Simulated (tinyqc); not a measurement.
# FinFET, parasitic resistance, capacitance and delay: effects of single changes

Nf fins under one contact; each has gated perimeter p = 2 Hf + Wf and cross-section A = Hf Wf; contact width Wc = Nf pf, stack height Hs = Hf. Contact length Lc = CPP - Lg - 2 Lsp, shared by two neighbouring gates. Source and drain sides are equal. The formulas are first-order estimates, not field solutions.

Inputs (values chosen for the exercise); values close to those of silicon logic devices:
```
symbol    value        unit                                  meaning
T           300           K                              temperature
Nf            2                                       number of fins
Hf           46          nm                               fin height
Wf            8          nm                                fin width
pf           24          nm                                fin pitch
CPP          54          nm                     contacted gate pitch
Lg           18          nm                              gate length
Lsp           4          nm                            spacer length
ks          4.5                  relative permittivity of the spacer
Hc           30          nm      gate height above the channel stack
rc       2.5e-9    ohm cm^2                      contact resistivity
re      0.00069      ohm cm  resistivity of the source-drain epitaxy
te           25          nm    current-carrying depth of the epitaxy
rx      0.00051      ohm cm             resistivity of the extension
Lov           2          nm                             gate overlap
Cinv        2.6     uF/cm^2                    inversion capacitance
vx        1.3e7        cm/s                       injection velocity
mu          150  cm^2/(V s)                        apparent mobility
VT          0.2           V          threshold at zero drain voltage
dl        0.043         V/V                         barrier lowering
n          1.09                                  subthreshold factor
Cw         0.27          fF                                wire load
Vdd        0.75           V                           supply voltage
```

Constants: q = 1.602176634e-19 C, kB = 1.380649e-23 J/K, eps0 = 8.8541878128e-12 F/m, Vt = kB T/q. Results are converted to the units shown.

Each table varies one quantity; the others keep the values above.

## Effect of the fin pitch

Epitaxy sheet resistance Rsh = re/te, transfer length LT = sqrt(rc/Rsh), contact Rc = [sqrt(rc Rsh)/Wc] coth(Lc/(2 LT)); extension of one fin Rx = rx Lsp/A. With N fins: gate Cg = Cinv p N Lg; per side, plate Cp = ks eps0 [Wc (Hs + Hc) - N A]/Lsp, top fringe Cf = (2/pi) ks eps0 Wc ln(1 + Lg/(2 Lsp)), overlap Co = Cinv p N Lov. One fin: I = p Q vx u/(1 + |u|^1.8)^(1/1.8), Q = Cinv n Vt ln(1 + exp((Vg' - VT + dl Vd')/(n Vt))), u = Vd' mu/(vx Lg), Vg' = Vgs - v, Vd' = Vds - 2 v, with the drop on each side v = Rc (sum of I) + Rx I. Ieff = [I(Vgs = Vdd, Vds = Vdd/2) + I(Vdd/2, Vdd)]/2, total currents. With Cs = Cp + Cf + Co, the load of an inverter of two such devices driving an equal one is CL = 2 (Cg + 2 Cs) + 4 Cs + Cw (own drains counted twice for the Miller effect); delay CL Vdd/(2 Ieff).

The same in every row: Rx/N (ohm) = 27.72.

Effect of the fin pitch:
```
pf (nm)  Rc (ohm)  Ieff (uA)  CL (aF)  delay (ps)
18          531.3      148.6    708.4       1.788
22          434.7      160.6    758.7       1.772
26          367.8      169.7    809.1       1.787
30          318.8      177.0    859.5       1.821
36          265.7      185.2    935.0       1.893
44          217.4      193.2     1036       2.010
```

As pf goes from 18 to 44 nm, Ieff rises from 149 to 193 uA, CL rises from 708 to 1040 aF and the delay goes from 1.79 through a minimum of 1.77 (at pf = 22 nm among the rows listed) to 2.01 ps.

## Effect of the supply voltage

Same model as above.

The same in every row: Rc (ohm) = 398.5; Rx/N (ohm) = 27.72; CL (aF) = 783.9.

Effect of the supply voltage:
```
Vdd (V)  Ieff (uA)  delay (ps)
0.45         60.13       2.934
0.55         93.54       2.305
0.65         129.0       1.975
0.75         165.5       1.777
0.85         202.5       1.646
0.95         239.9       1.552
```

As Vdd goes from 0.45 to 0.95 V, Ieff rises from 60.1 to 240 uA, CL stays at 784 aF and the delay falls from 2.93 to 1.55 ps.

## Effect of the fin height

Same model as above.

The same in every row: Rc (ohm) = 398.5.

Effect of the fin height:
```
Hf (nm)  Rx/N (ohm)  Ieff (uA)  CL (aF)  delay (ps)
20            63.75      94.64    577.0       2.286
30            42.50      125.3    656.6       1.966
40            31.88      151.5    736.2       1.822
50            25.50      174.1    815.8       1.757
60            21.25      193.5    895.3       1.735
70            18.21      210.3    974.9       1.738
80            15.94      225.1     1055       1.757
90            14.17      238.0     1134       1.787
```

What does the comparison show?

As Hf goes from 20 to 90 nm, Ieff rises from 94.6 to 238 uA, CL rises from 577 to 1130 aF and the delay goes from 2.29 through a minimum of 1.74 (at Hf = 60 nm among the rows listed) to 1.79 ps. From the first row to the last Ieff grows by a factor of 2.52 and CL by 1.97; the first step changes the delay by -14 %, the last by 1.7 %.

Numbers from tinyqc (`OMP_NUM_THREADS=1 python tinyqc.py 2170045 2170046 out.jsonl`; about 0.03 s on one thread of a shared Intel Xeon 2.30GHz).
